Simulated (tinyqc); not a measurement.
# Worked calculation: single-electron transistor, orthodox theory and master equation

Program tinyqc, `OMP_NUM_THREADS=1 python tinyqc.py 2780042 2780043 out.jsonl`; Intel Xeon 2.30GHz, shared host, one thread, about 0.01 s. Printed values are rounded.

A metal island with n extra electrons joins the left lead (voltage V) and the right lead (0 V) by tunnel junctions and couples to a gate. Cs = CL + CR + Cg. Adding electron n + 1 costs mu(n) = [q (n + 1/2) - CL V - Cg Vg]/Cs (in volts); the Fermi levels are -V (left) and 0 (right). A jump that gains the energy W has the rate G(W) = (W/q)/(R [1 - exp(-W/Vt)]), W in volts, Vt = kB T/q. Sequential tunnelling only; I > 0 flows from left to right.

Inputs (values chosen for the exercise): capacitance of the left junction CL = 0.95 aF; capacitance of the right junction CR = 0.48 aF; gate capacitance Cg = 0.23 aF; resistance of the left junction RL = 620 kohm; resistance of the right junction RR = 31000 kohm; temperature T = 20 K; bias of the left lead V = 35 mV; gate voltage Vg = 300 mV; lowest charge state kept n0 = 0; highest charge state kept n1 = 1.

Constants: q = 1.602176634e-19 C, kB = 1.380649e-23 J/K, Vt = kB T/q. Results are converted to the units shown.

Range of the model: Cotunnelling, which dominates deep in the blockade, is left out.

## Charging energy and addition levels

q/Cs, the gate period q/Cg, and mu(n) for the transitions kept.

q/Cs = 96.5167 mV
q/Cg = 696.599 mV
kB T/(q^2/Cs) = 0.0178567
mu(n), n to n + 1, n 0 to 0 (mV): -13.3381

## Tunnelling rates

Onto the island: from the left W = -V - mu(n), from the right W = -mu(n); off the island (n + 1 to n): to the left W = mu(n) + V, to the right W = mu(n).

```
n to n + 1, n  on from left (1/ns)  on from right (1/ns)  off to left (1/ns)  off to right (1/ns)
0                       7.58624e-4               2.68664             218.070           0.00116995
```

## Probabilities and current

Steady state: p(n + 1)/p(n) = (sum of on rates)/(sum of off rates), normalised. I = q sum_n [p(n + 1) (off to left) - p(n) (on from left)].

p(n), n 0 to 1: 0.987827  0.0121734
I = 0.425205 nA
mean n = 0.0121734

Two plain resistors in series would pass 1.11 nA; this is 38.4 % of that. 2 charge states hold more than 1 % each.
